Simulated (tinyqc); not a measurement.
Worked calculation: Pariser-Parr-Pople SCF with singles CI, for the molecule [CH2+]c1ccccn1 (SMILES; centres numbered as the heavy atoms are written). One step of it, computed by the program tinyqc.

Problem. Iteration 2: orbitals and new P. Diagonalise F (the basis is taken as orthonormal) and form P = 2 sum c c over the lowest orbitals.

F (eV), lower triangle:
```
,1C,2C,3C,4C,5C,6C,7N
1C,-10.059180
2C,-3.961461,-10.270417
3C,-0.664705,-3.864046,-9.772747
4C,0.074237,-0.034417,-4.071464,-9.485173
5C,0.358004,0.444622,-0.337503,-4.183372,-9.319105
6C,0.253172,0.135622,0.401626,-0.225145,-3.878412,-9.053444
7N,-0.386533,-3.829797,0.401747,0.542361,-0.217314,-4.481321,-11.768310
```

pi electrons, sum of z_r less the charge = 6

Give: orbital energies; P after iteration 2.

Solution.

orbital energies (eV): -18.3557  -15.3193  -15.0324  -9.0018  -5.2381  -4.6271  -2.1541

P after iteration 2, lower triangle:
```
,1C,2C,3C,4C,5C,6C,7N
1C,0.5038
2C,0.6686,0.9625
3C,0.3581,0.5182,0.8224
4C,-0.0664,0.0168,0.6595,0.9251
5C,-0.3046,-0.2210,0.2085,0.6770,0.8189
6C,-0.2069,-0.0512,-0.2155,0.1054,0.5531,0.8187
7N,0.1964,0.4809,-0.2163,-0.2921,0.1334,0.7471,1.1486
```
